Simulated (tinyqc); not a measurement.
Inside a calculation: linear model of a band gap against the share of exact exchange. Values are carried at full precision from step to step, so a last printed digit may differ when a step is redone from the rounded ones.

E(alpha) = E0 + S alpha. A wider gap screens less, modelled in the Penn form eps(alpha) = 1 + (e0 - 1)(EP/(EP + S alpha))^2 with a scale EP chosen for the exercise. A dielectric-dependent hybrid takes alpha = 1/eps.

Inputs chosen for the exercise (of the order of those of diamond; the results hold for these values, not for the real material):

| symbol | value | unit | meaning |
|---|---|---|---|
| E0 | 4.25 | eV | gap of the semi-local functional |
| S | 7.38 | eV | slope dE/d(alpha) |
| e0 | 6.44 |  | optical dielectric constant at alpha = 0 |
| EP | 25.5 | eV | energy scale of the screening |
| Et | 5.58 | eV | target gap |
| a_start | 0.25 |  | starting alpha |
| fv | 0.67 |  | share of the opening taken by the valence edge |
| Ed | 3.4 | eV | defect level above the semi-local valence top |
| cd | -0.08 |  | shift of the level per unit opening, on the scale of the mean potential |

## Fixed shares

Gap, error against the target and eps for alpha = 0, 0.25 and 1/e0; and the alpha that meets the target, (Et - E0)/S.

Results:

| alpha | E (eV) | E - Et (eV) | eps |
|---|---|---|---|
| 0.0000 | 4.250 | -1.330 | 6.440 |
| 0.2500 | 6.095 | 0.515 | 5.731 |
| 0.1553 | 5.396 | -0.184 | 5.982 |

alpha for the target = 0.1802

A quarter of exact exchange overshoots the target by 0.51 eV: the material needs 0.180, and 1/e0 = 0.155 lies closer to it than 0.25 does.

## Self-consistent share

Iterate alpha -> 1/eps(alpha) seven times from a_start. The fixed point solves alpha eps(alpha) = 1; the contraction factor there is 2 (eps - 1) S/((EP + S alpha) eps^2).

Iterates:

| step | alpha | eps | E (eV) |
|---|---|---|---|
| 0 | 0.25000 | 5.7307 | 6.0950 |
| 1 | 0.17450 | 5.9295 | 5.5378 |
| 2 | 0.16865 | 5.9455 | 5.4946 |
| 3 | 0.16820 | 5.9467 | 5.4913 |
| 4 | 0.16816 | 5.9468 | 5.4910 |
| 5 | 0.16816 | 5.9468 | 5.4910 |
| 6 | 0.16816 | 5.9468 | 5.4910 |
| 7 | 0.16816 | 5.9468 | 5.4910 |

fixed point = 0.16816
contraction factor = 0.0772

The factor is positive, so the iterates approach from one side, the error shrinking to 0.08 of itself each step; the gap is within 0.01 eV of its limit from step 2. Self-consistency moves the gap by +0.095 eV against the one-shot choice 1/e0, since a wider gap screens less.

## Band edges and a deep level

The opening c = S alpha lowers the valence top by fv c and raises the conduction edge by (1 - fv) c, both against the mean potential; the level moves by cd c. Use the fixed point. Compare with stretching the level in proportion to the gap and with pinning it to either edge.

opening c = 1.241 eV

shifts of the valence and conduction edges (eV): -0.831  0.410

level above the valence top = 4.132 eV
level below the conduction edge = 1.359 eV

level above the valence top: stretched, tied to the valence edge, tied to the conduction edge (eV): 4.393  3.400  4.641

The three recipes err by +0.26, -0.73 and +0.51 eV against alignment through the mean potential. With cd = -0.08 the level moves with the valence edge, by 0.12 times as much as that edge.

## Checks

- Fixed point by bisection against 60 substitutions: both 0.16816.

Program tinyqc; command `OMP_NUM_THREADS=1 python tinyqc.py 1850466 1850467 out.jsonl`; about 0.01 s on one thread of a shared Intel(R) Xeon(R) Processor @ 2.30GHz.
